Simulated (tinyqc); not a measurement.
# Via and link resistance from two via chains

Problem. A chain of 5000 vias joined by 5000 metal links has R = 5000 (Rv + Rlink), with Rlink proportional to the link length. Find Rv, Rlink for length L, and the value of Rv that the short chain would give if the links were ignored.

resistance of chains of 5000 links with link lengths L and 3 L (ohm): 3.3e5  5.1e5

Solution. R per link is a straight line in the link length; its intercept at zero length is Rv.

Rv = 48.00 ohm
Rlink = 18.00 ohm
Rv without correction = 66.00 ohm

Computed by the program tinyqc: `OMP_NUM_THREADS=1 python tinyqc.py 2750196 2750197 out.jsonl`, one thread of a shared Intel Xeon 2.30GHz, about 0.01 s for the whole run.
